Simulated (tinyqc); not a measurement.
Tight binding, kagome lattice, step by step. One step of it, computed by the program tinyqc.

Question. Levels at k. Diagonalise the Hermitian matrix.

H(k) at k (eV):
```
                     A                    B                    C
A             0.000000  -0.640000+1.130000i  -1.767770-0.070953i
B  -0.640000-1.130000i             0.000000  -0.569047-1.127770i
C  -1.767770+0.070953i  -0.569047+1.127770i             0.220000
```

Give: eigenvalues; weights |c|^2 of the basis functions.

Answer.

eigenvalues (eV): -2.8244  1.1607  1.8837

weights |c|^2 of the basis functions:
```
   band 1  band 2  band 3
A  0.3732  0.1748  0.4519
B  0.2915  0.7074  0.0011
C  0.3353  0.1177  0.5470
```
